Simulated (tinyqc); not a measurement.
# Probe couplings from its potential

Problem. One voltage probe p sits between leads L (mu = 1) and R (mu = 0) without magnetic field: mu_p = T_pL/(T_pL + T_pR), T_eff = T_RL + T_pL T_pR/(T_pL + T_pR). Find T_pL and T_pR.

T_RL = 0.17
mu_p = 0.38709677
T_eff = 0.31709677

Answer. T_eff - T_RL equals T_pL (1 - mu_p) and also T_pR mu_p.

T_pL = 0.240
T_pR = 0.380

Program tinyqc, `OMP_NUM_THREADS=1 python tinyqc.py 2700113 2700114 out.jsonl`; Intel Xeon 2.30GHz, shared host, one thread, about 0.01 s.
